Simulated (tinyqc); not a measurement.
# Two-junction solar cell, detailed-balance limit: effects of single changes

The top cell takes all photons above E1, the bottom cell those between E2 and E1. Each cell follows J = Jsc - J0 (exp(V/Vt) - 1) with J0 = q ge Phi(gap, T)/ERE; light emitted by one cell and absorbed by the other is left out. In series both carry one current; wired apart (four terminals) each works at its own maximum power point. Efficiencies are counted against Pin = fs X sigma Ts^4.

Parameters, values chosen for the exercise: cell temperature T = 320 K; temperature of the black-body sun Ts = 4500 K; share of the hemisphere filled by the sun fs = 2.16e-5; concentration X = 1; external radiative efficiency ERE = 0.001; number of faces that emit ge = 2; gap of the bottom cell E2 = 0.62 eV; gap of the top cell E1 = 1.39 eV.

Constants: q = 1.602176634e-19 C, kB = 1.380649e-23 J/K, h = 6.62607015e-34 J s, c = 299792458 m/s, Vt = kB T/q. Results are converted to the units shown.

Each table varies one quantity; the others keep the values above.

## Effect of the concentration

Photon flux above E from a black body at temperature T into a hemisphere: Phi(E, T) = A sum_k exp(-k E/th)[E^2 th/k + 2 E th^2/k^2 + 2 th^3/k^3], k = 1, 2, ..., with th = kB T/q in eV and A = 2 pi q^3/(h^3 c^2). J1 = q fs X Phi(E1, Ts), J2 = q fs X [Phi(E2, Ts) - Phi(E1, Ts)], J01 and J02 as above; sigma = 2 pi^5 kB^4/(15 h^3 c^2). In series V(J) = Vt [ln((J1 - J)/J01 + 1) + ln((J2 - J)/J02 + 1)], and J V(J) is largest where V = J Vt [1/(J1 - J + J01) + 1/(J2 - J + J02)]. Apart, each cell has (1 + v) exp(v) = 1 + Jsc/J0 at its maximum power point, v = Vmp/Vt.

Results:
```
X,J1 (mA/cm^2),J2 (mA/cm^2),series efficiency (%),four-terminal efficiency (%)
1,12.32,21.08,21.72,22.36
3,36.95,63.25,23.16,24.12
10,123.2,210.8,24.74,26.09
30,369.5,632.5,26.19,27.91
100,1232,2108,27.78,29.93
1000,1.232e4,2.108e4,30.82,33.85
```

Estimate the missing row, X = 300.

Computed row:
```
X,J1 (mA/cm^2),J2 (mA/cm^2),series efficiency (%),four-terminal efficiency (%)
300,3695,6325,29.23,31.79
```

With this row back in the table: As X goes from 1 to 1000, the series efficiency rises from 21.7 to 30.8 %, and the four-terminal one rises from 22.4 to 33.8 %. Among the rows the two lie closest, 0.64 points apart, at X = 1, where J1/J2 = 0.584; the spread over the rows is 9.10 points in series and 11.5 apart.

## Effect of the temperature of the black-body sun

Same model as above.

Results:
```
Ts (K),J1 (mA/cm^2),J2 (mA/cm^2),series efficiency (%),four-terminal efficiency (%)
4000,6.584,15.07,18.22,19.57
5000,20.80,27.84,24.32,24.44
5500,32.57,35.22,25.80,25.91
6000,48.13,43.12,24.73,26.88
6500,67.96,51.45,22.19,27.47
7000,92.54,60.14,19.72,27.76
7500,122.3,69.14,17.50,27.82
```

Estimate the missing row, Ts = 4500 K.

Computed row:
```
Ts (K),J1 (mA/cm^2),J2 (mA/cm^2),series efficiency (%),four-terminal efficiency (%)
4500,12.32,21.08,21.72,22.36
```

With this row back in the table: As Ts goes from 4000 to 7500 K, the series efficiency goes from 18.2 through a maximum of 25.8 (at Ts = 5500 K among the rows listed) to 17.5 %, and the four-terminal one rises from 19.6 to 27.8 %. Among the rows the two lie closest, 0.10 points apart, at Ts = 5500 K, where J1/J2 = 0.925; the spread over the rows is 8.31 points in series and 8.25 apart.

Program tinyqc, `OMP_NUM_THREADS=1 python tinyqc.py 2820013 2820014 out.jsonl`; Intel Xeon 2.30GHz, shared host, one thread, about 0.01 s.
